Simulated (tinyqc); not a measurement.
Worked calculation: empirical pseudopotential in a few plane waves. One step of it, computed by the program tinyqc.

Task: Levels at G. Diagonalise the Hermitian matrix.

H(k) at G (eV), order +0+0+0, -1-1-1, -1-1+1, -1+1-1, -1+1+1, +1-1-1, +1-1+1, +1+1-1, +1+1+1, -2+0+0, +0-2+0, +0+0-2, +0+0+2, +0+2+0, +2+0+0:
```
[[0.000000, 2.366687+1.058275i, -2.366687+1.058275i, -2.366687+1.058275i, -2.366687-1.058275i, -2.366687+1.058275i, -2.366687-1.058275i, -2.366687-1.058275i, 2.366687-1.058275i, 0.000000+0.517016i, 0.000000+0.517016i, 0.000000+0.517016i, 0.000000-0.517016i, 0.000000-0.517016i, 0.000000-0.517016i],
 [2.366687-1.058275i, 13.460054, 0.000000-0.517016i, 0.000000-0.517016i, -0.775525, 0.000000-0.517016i, -0.775525, -0.775525, 0.000000, -2.366687-1.058275i, -2.366687-1.058275i, -2.366687-1.058275i, -0.865861+0.327103i, -0.865861+0.327103i, -0.865861+0.327103i],
 [-2.366687-1.058275i, 0.000000+0.517016i, 13.460054, 0.775525, 0.000000-0.517016i, 0.775525, 0.000000-0.517016i, 0.000000, -0.775525, -2.366687+1.058275i, -2.366687+1.058275i, 0.865861+0.327103i, 2.366687-1.058275i, -0.865861-0.327103i, -0.865861-0.327103i],
 [-2.366687-1.058275i, 0.000000+0.517016i, 0.775525, 13.460054, 0.000000-0.517016i, 0.775525, 0.000000, 0.000000-0.517016i, -0.775525, -2.366687+1.058275i, 0.865861+0.327103i, -2.366687+1.058275i, -0.865861-0.327103i, 2.366687-1.058275i, -0.865861-0.327103i],
 [-2.366687+1.058275i, -0.775525, 0.000000+0.517016i, 0.000000+0.517016i, 13.460054, 0.000000, 0.775525, 0.775525, 0.000000-0.517016i, 2.366687+1.058275i, -0.865861+0.327103i, -0.865861+0.327103i, -2.366687-1.058275i, -2.366687-1.058275i, 0.865861-0.327103i],
 [-2.366687-1.058275i, 0.000000+0.517016i, 0.775525, 0.775525, 0.000000, 13.460054, 0.000000-0.517016i, 0.000000-0.517016i, -0.775525, 0.865861+0.327103i, -2.366687+1.058275i, -2.366687+1.058275i, -0.865861-0.327103i, -0.865861-0.327103i, 2.366687-1.058275i],
 [-2.366687+1.058275i, -0.775525, 0.000000+0.517016i, 0.000000, 0.775525, 0.000000+0.517016i, 13.460054, 0.775525, 0.000000-0.517016i, -0.865861+0.327103i, 2.366687+1.058275i, -0.865861+0.327103i, -2.366687-1.058275i, 0.865861-0.327103i, -2.366687-1.058275i],
 [-2.366687+1.058275i, -0.775525, 0.000000, 0.000000+0.517016i, 0.775525, 0.000000+0.517016i, 0.775525, 13.460054, 0.000000-0.517016i, -0.865861+0.327103i, -0.865861+0.327103i, 2.366687+1.058275i, 0.865861-0.327103i, -2.366687-1.058275i, -2.366687-1.058275i],
 [2.366687+1.058275i, 0.000000, -0.775525, -0.775525, 0.000000+0.517016i, -0.775525, 0.000000+0.517016i, 0.000000+0.517016i, 13.460054, -0.865861-0.327103i, -0.865861-0.327103i, -0.865861-0.327103i, -2.366687+1.058275i, -2.366687+1.058275i, -2.366687+1.058275i],
 [0.000000-0.517016i, -2.366687+1.058275i, -2.366687-1.058275i, -2.366687-1.058275i, 2.366687-1.058275i, 0.865861-0.327103i, -0.865861-0.327103i, -0.865861-0.327103i, -0.865861+0.327103i, 17.946738, 0.775525, 0.775525, -0.775525, -0.775525, 0.000000],
 [0.000000-0.517016i, -2.366687+1.058275i, -2.366687-1.058275i, 0.865861-0.327103i, -0.865861-0.327103i, -2.366687-1.058275i, 2.366687-1.058275i, -0.865861-0.327103i, -0.865861+0.327103i, 0.775525, 17.946738, 0.775525, -0.775525, 0.000000, -0.775525],
 [0.000000-0.517016i, -2.366687+1.058275i, 0.865861-0.327103i, -2.366687-1.058275i, -0.865861-0.327103i, -2.366687-1.058275i, -0.865861-0.327103i, 2.366687-1.058275i, -0.865861+0.327103i, 0.775525, 0.775525, 17.946738, 0.000000, -0.775525, -0.775525],
 [0.000000+0.517016i, -0.865861-0.327103i, 2.366687+1.058275i, -0.865861+0.327103i, -2.366687+1.058275i, -0.865861+0.327103i, -2.366687+1.058275i, 0.865861+0.327103i, -2.366687-1.058275i, -0.775525, -0.775525, 0.000000, 17.946738, 0.775525, 0.775525],
 [0.000000+0.517016i, -0.865861-0.327103i, -0.865861+0.327103i, 2.366687+1.058275i, -2.366687+1.058275i, -0.865861+0.327103i, 0.865861+0.327103i, -2.366687+1.058275i, -2.366687-1.058275i, -0.775525, 0.000000, -0.775525, 0.775525, 17.946738, 0.775525],
 [0.000000+0.517016i, -0.865861-0.327103i, -0.865861+0.327103i, -0.865861+0.327103i, 0.865861+0.327103i, 2.366687+1.058275i, -2.366687+1.058275i, -2.366687+1.058275i, -2.366687-1.058275i, 0.000000, -0.775525, -0.775525, 0.775525, 0.775525, 17.946738]]
```

Give: eigenvalues.

Result:

eigenvalues (eV): [-3.6564, 8.0004, 8.0004, 8.0004, 12.5870, 12.9306, 12.9306, 12.9306, 16.3957, 16.3957, 17.9156, 22.3848, 22.3848, 22.3848, 25.7759]
